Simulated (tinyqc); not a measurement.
Conversion gain and read noise from the photon-transfer curve.

Question. Temporal variance = CG x mean output + vn^2 (dark signal removed), CG = q As/Cf. Find CG, vn, the read noise in electrons and Cf.

Inputs (values chosen for the exercise):
- As = 0.93 (source-follower gain)

Constants: q = 1.602176634e-19 C. Results are converted to the units shown.

temporal variance at mean outputs of 65 and 390 mV (mV^2): 12.81122862  76.52937173

Solution. Poisson statistics make the slope equal to CG; the intercept is vn^2.

CG = 196.1 uV/electron
vn = 260.0 uV
read noise = 1.326 electrons
Cf = 0.7600 fF

Numbers from tinyqc (`OMP_NUM_THREADS=1 python tinyqc.py 2630051 2630052 out.jsonl`; about 0.01 s on one thread of a shared Intel Xeon 2.30GHz).
